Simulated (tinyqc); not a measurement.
# Input admittance of a MOSFET at zero drain bias: distributed channel and distributed gate: what changes with what

Source and drain grounded, strong inversion, w = 2 pi f, Cox = eps0 eox/tox. The channel is an RC line of resistance 1/(mu Cox Vo) per square fed from both ends, so one finger has the intrinsic admittance y = i w Cox L tanh(g)/g per width, g = (1/2) sqrt(i w tau), tau = L^2/(mu Vo). The vertical resistance rv/L is in series with y, the overlaps 2 i w Cov in parallel: y_t = 1/(1/y + rv/L) + 2 i w Cov. The gate strip is a line of Rsh/L per length loaded by y_t, so a finger has Y = y_t Wf tanh(k)/k, k = (Wf/sd) sqrt(y_t Rsh/L); the device has Nf Y.

Inputs (values chosen for the exercise); values of the order met in silicon radio-frequency transistors: relative permittivity of the gate insulator (close to silicon dioxide) eox = 3.9; insulator thickness tox = 5.6 nm; channel length L = 0.28 um; finger width Wf = 15 um; number of fingers Nf = 32; channel mobility mu = 100 cm^2/(V s); gate overdrive Vo = 0.3 V; sheet resistance of the gate Rsh = 25 ohm/square; vertical resistivity of the gate stack rv = 11 ohm um^2; number of ends at which a finger is contacted sd = 2; overlap and fringe capacitance on each side Cov = 0.21 fF/um; frequency f = 26 GHz.

Constants: eps0 = 8.8541878128e-14 F/cm where lengths are in cm. Results are converted to the units shown.

Each table varies one quantity; the others keep the values above.

## Input impedance against frequency

Low-frequency limits, with c = Cox L and ct = c + 2 Cov: R_strip = Rsh Wf/(3 sd^2 L Nf), R_ch = (c/ct)^2 L/(12 mu Cox Vo Wf Nf), R_vert = (c/ct)^2 rv/(L Wf Nf), C = ct Wf Nf. Z = 1/(Nf Y) = R + 1/(i w C), Q = |Im Z|/R, far-point signal |1/cosh k|.

The same in every row: low-frequency R (ohm) = 5.2407.

Input impedance against frequency:

| f (GHz) | w tau | \|k\| | R (ohm) | C (fF) | Q | signal at the far point |
|---|---|---|---|---|---|---|
| 0.3 | 0.049260 | 0.14255 | 5.2407 | 1030.3 | 98.249 | 0.99993 |
| 0.6 | 0.098520 | 0.20160 | 5.2406 | 1030.3 | 49.128 | 0.99972 |
| 2 | 0.32840 | 0.36798 | 5.2394 | 1029.7 | 14.751 | 0.99695 |
| 4 | 0.65680 | 0.52001 | 5.2354 | 1027.7 | 7.3953 | 0.98798 |
| 9 | 1.4778 | 0.77687 | 5.2142 | 1017.2 | 3.3343 | 0.94365 |
| 20 | 3.2840 | 1.1367 | 5.1236 | 972.22 | 1.5975 | 0.79451 |
| 50 | 8.2100 | 1.6423 | 4.7811 | 802.03 | 0.83011 | 0.50705 |
| 100 | 16.420 | 2.0028 | 4.2864 | 576.21 | 0.64438 | 0.35448 |
| 300 | 49.260 | 2.7913 | 3.1041 | 267.73 | 0.63835 | 0.19114 |

R falls from 5.24 to 3.10 ohm and C falls from 1030 to 268 fF. Q goes as f^(-1.00) between the first two rows and f^(-0.01) between the last two, where w tau = 49.3 and |k| = 2.79. The low-frequency limits hold both R and C within 5 % up to f = 9 GHz among the rows.

## Effect of the channel length

Same model as above.

Result of one run:

| L (um) | w tau | \|k\| | R (ohm) | low-frequency R (ohm) | C (fF) | Q | signal at the far point |
|---|---|---|---|---|---|---|---|
| 0.22 | 2.636 | 1.341 | 5.525 | 5.704 | 786.7 | 1.408 | 0.7262 |

What becomes of these results when the channel length L is changed from 0.22 to 0.42 um, all else the same?

Result of the changed run:

| L (um) | w tau | \|k\| | R (ohm) | low-frequency R (ohm) | C (fF) | Q | signal at the far point |
|---|---|---|---|---|---|---|---|
| 0.42 | 9.606 | 1.109 | 4.956 | 5.284 | 1197 | 1.032 | 0.7182 |

The whole series:

| L (um) | w tau | \|k\| | R (ohm) | low-frequency R (ohm) | C (fF) | Q | signal at the far point |
|---|---|---|---|---|---|---|---|
| 0.03 | 0.04901 | 2.152 | 28.98 | 32.65 | 208.1 | 1.015 | 0.4565 |
| 0.058 | 0.1832 | 1.755 | 16.08 | 17.04 | 313.1 | 1.216 | 0.6125 |
| 0.11 | 0.6589 | 1.513 | 9.023 | 9.351 | 474.7 | 1.429 | 0.7080 |
| 0.22 | 2.636 | 1.341 | 5.525 | 5.704 | 786.7 | 1.408 | 0.7262 |
| 0.42 | 9.606 | 1.109 | 4.956 | 5.284 | 1197 | 1.032 | 0.7182 |
| 0.8 | 34.85 | 0.7587 | 5.099 | 7.621 | 1211 | 0.9912 | 0.8350 |
| 1.6 | 139.4 | 0.5343 | 4.414 | 14.44 | 1185 | 1.171 | 0.9173 |
| 3 | 490.1 | 0.3903 | 4.132 | 27.25 | 1186 | 1.249 | 0.9553 |

As L goes from 0.03 to 3, R moves up and down between 4.13 and 29.0 ohm, C moves up and down between 208 and 1210 fF and Q moves up and down between 0.991 and 1.43.

Numbers from tinyqc (`OMP_NUM_THREADS=1 python tinyqc.py 2262153 2262154 out.jsonl`; about 0.01 s on one thread of a shared Intel Xeon 2.30GHz).
